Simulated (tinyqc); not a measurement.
Worked calculation: valence-band anticrossing with a localised impurity level. Values are carried at full precision from step to step, so a last printed digit may differ when a step is redone from the rounded ones.

Host valence band EM(k) = al x - c k^2/mM, c = hbar^2/2m0, coupled to a flat level EI by V = C sqrt(x): H = [[EM, V], [V, EI]], E+/- = (EM + EI)/2 +/- sqrt((EM - EI)^2/4 + V^2). The host weight of a state at E is f = 1/(1 + V^2/(E - EI)^2), and its mass at k = 0 is mM/f. The gap is Eg - E+(0), the conduction edge staying at Eg.

Constants: hbar^2/2m0 = 3.80998211 eV angstrom^2.

Inputs chosen for the exercise (host near InP; shifted at random, so the results belong to these values and not to a real crystal):
```
symbol  value   unit        meaning
Eg      1.451   eV          gap at Gamma to the s-like level
mM      0.51    m0          mass of the host band
EI      -0.285  eV          impurity level, from the valence top of the host
C       1.34    eV          coupling
al      0.06    eV          linear shift of the host edge
x       0.058               impurity fraction
k       0.113   1/angstrom  wave vector
```

## The two levels at k = 0

Give EM, V, both levels, their host weights, the gap and the mass of the band at the gap.

EM(0) = 0.0035 eV
V = 0.3227 eV

E-, E+ (eV): -0.4942  0.2127

host weights: 0.2960  0.7040

gap = 1.2383 eV
mass of E+ = 0.7244 m0

The gap is 213 meV below that of the host, 37 meV per 1 % of impurity. V/|EM - EI| = 1.12; second-order perturbation theory would shift the host level by V^2/(EM - EI) = +361 meV, the exact shift is +209 meV.

## The levels at one k

Fill in the matrix and give levels and weights.

H (eV):
```
             host  impurity
host      -0.0919    0.3227
impurity   0.3227   -0.2850
```

E-, E+ (eV): -0.5253  0.1484

host weights: 0.3567  0.6433

## Dispersion

Seven points from k = 0 to 0.3 1/angstrom.

Levels (eV):
```
k (1/angstrom)       EM       E-       E+  host weight of E+
0.000            0.0035  -0.4942   0.2127              0.704
0.050           -0.0152  -0.4999   0.1997              0.693
0.100           -0.0712  -0.5181   0.1618              0.657
0.150           -0.1646  -0.5531   0.1035              0.592
0.200           -0.2953  -0.6129   0.0326              0.492
0.250           -0.4634  -0.7090  -0.0394              0.367
0.300           -0.6689  -0.8524  -0.1015              0.244
```

E+ flattens towards EI = -0.285 eV, which it cannot cross: its width is bounded by 0.498 eV, of which 63 % is used up at the last point. The unmixed host band crosses EI at k = 0.1965 1/angstrom, where the splitting is smallest, 2V = 0.645 eV.

## Checks

- Closed form against diagonalisation: they agree to 1e-10 or better.
- Mass mM/f against the curvature of the band: both 0.7244.

(tinyqc, `OMP_NUM_THREADS=1 python tinyqc.py 1080388 1080389 out.jsonl`, Intel(R) Xeon(R) Processor @ 2.30GHz, 1 thread, shared host, about 0.01 s.)
